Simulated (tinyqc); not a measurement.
Strain-driven crossing of the Gamma and L valleys in a germanium-like crystal alloyed with tin: one step. Band edges. Three cases, with inputs chosen for the exercise.

Problem. Give the edges and the direct and indirect gaps from the top valence edge.

Edges from the unstrained valence top: Gamma at Eg + ac tr(e); an L valley with unit axis u at EgL + aL tr(e) + XuL (u.e.u - tr(e)/3), u along [111], [1-1-1], [-11-1], [-1-11]; valence edges are the levels of the 6 x 6 matrix of X, Y, Z times spin with -Dso/3 + l exx + m (eyy + ezz) on the diagonal (cyclic), n exy off it, l = av + 2 b, m = av - b, n = sqrt(3) d. Spin-orbit term (Dso/3) L.sigma on X, Y, Z with (L_k)_ij = -i epsilon_kij: <X+|H|Y+> = -i Dso/3, <X+|H|Z-> = Dso/3, <Y+|H|Z-> = -i Dso/3, <Z+|H|X-> = -Dso/3, <Z+|H|Y-> = i Dso/3, <X-|H|Y-> = i Dso/3, and their conjugates; + and - are the spin along z.

With tin the unstrained gaps become E(y) = (1 - y) E + y EgS - CS y (1 - y); all other values are kept.

Give: Gamma edge; L edges; valence edges from the top; direct and indirect gap.

Case 1.

Values chosen (near those of Ge, gaps at low temperature; the results hold for these values, not for the real material): Eg = 0.895 eV (gap at Gamma to the s-like level); EgL = 0.748 eV (gap to L); Dso = 0.288 eV (spin-orbit splitting); ac = -8.37 eV (conduction deformation potential); av = 1.25 eV (valence hydrostatic potential); b = -2.56 eV (tetragonal shear potential); d = -5.28 eV (trigonal shear potential); aL = -1.65 eV (hydrostatic potential of the L edge, Xd + Xu/3); XuL = 16.56 eV (uniaxial potential, L); y = 0.052 (tin fraction); EgS = (-0.375, 0.145) eV (Gamma and L gaps of the tin end); CS = (2.21, 1.13) eV (bowing of the Gamma and L gaps).

strain tensor in the cubic axes:
```
             x           y           z
x  -0.02950000  0.00000000  0.00000000
y   0.00000000  0.00798433  0.00000000
z   0.00000000  0.00000000  0.00798433
```

Solution.

Gamma edge = 0.8333 eV

L edges (eV): [111] 0.6833, [1-1-1] 0.6833, [-11-1] 0.6833, [-1-11] 0.6833

valence edges from the top (eV): 0.1222  -0.1129  -0.3480

direct and indirect gap (eV): 0.7111  0.5611

The gap is indirect: Gamma lies 150 meV above the lowest L valley. The top two valence edges are 235 meV apart.

Case 2.

Values chosen (near those of Ge, gaps at low temperature; the results hold for these values, not for the real material): Eg = 0.913 eV (gap at Gamma to the s-like level); EgL = 0.735 eV (gap to L); Dso = 0.293 eV (spin-orbit splitting); ac = -8.28 eV (conduction deformation potential); av = 1.24 eV (valence hydrostatic potential); b = -2.57 eV (tetragonal shear potential); d = -5.32 eV (trigonal shear potential); aL = -1.48 eV (hydrostatic potential of the L edge, Xd + Xu/3); XuL = 15.8 eV (uniaxial potential, L); y = 0.094 (tin fraction); EgS = (-0.421, 0.052) eV (Gamma and L gaps of the tin end); CS = (2.05, 1.12) eV (bowing of the Gamma and L gaps).

strain tensor in the cubic axes:
```
            x           y           z
x  0.00249604  0.00420198  0.00420198
y  0.00420198  0.00249604  0.00420198
z  0.00420198  0.00420198  0.00249604
```

Solution.

Gamma edge = 0.5510 eV

L edges (eV): [111] 0.6971, [1-1-1] 0.5201, [-11-1] 0.5201, [-1-11] 0.5201

valence edges from the top (eV): 0.0480  -0.0181  -0.2950

direct and indirect gap (eV): 0.5030  0.4721

The gap is indirect: Gamma lies 31 meV above the lowest L valley. The top two valence edges are 66 meV apart.

Case 3.

Values chosen (near those of Ge, gaps at low temperature; the results hold for these values, not for the real material): Eg = 0.896 eV (gap at Gamma to the s-like level); EgL = 0.745 eV (gap to L); Dso = 0.288 eV (spin-orbit splitting); ac = -8.39 eV (conduction deformation potential); av = 1.24 eV (valence hydrostatic potential); b = -2.53 eV (tetragonal shear potential); d = -5.36 eV (trigonal shear potential); aL = -1.64 eV (hydrostatic potential of the L edge, Xd + Xu/3); XuL = 15.66 eV (uniaxial potential, L); y = 0.03 (tin fraction); EgS = (-0.415, 0.098) eV (Gamma and L gaps of the tin end); CS = (2.48, 0.89) eV (bowing of the Gamma and L gaps).

strain tensor in the cubic axes:
```
            x           y            z
x  0.00710000  0.00000000   0.00000000
y  0.00000000  0.00710000   0.00000000
z  0.00000000  0.00000000  -0.00543236
```

Solution.

Gamma edge = 0.7109 eV

L edges (eV): [111] 0.6853, [1-1-1] 0.6853, [-11-1] 0.6853, [-1-11] 0.6853

valence edges from the top (eV): 0.0487  -0.0208  -0.2833

direct and indirect gap (eV): 0.6622  0.6366

The gap is indirect: Gamma lies 26 meV above the lowest L valley. The top two valence edges are 70 meV apart.

Computed by tinyqc, one run a case: `OMP_NUM_THREADS=1 python tinyqc.py N N+1 out.jsonl` with N = 1080877, 1080926, 1081588; one thread of a shared Intel(R) Xeon(R) Processor @ 2.30GHz, about 0.01 s a run at most.
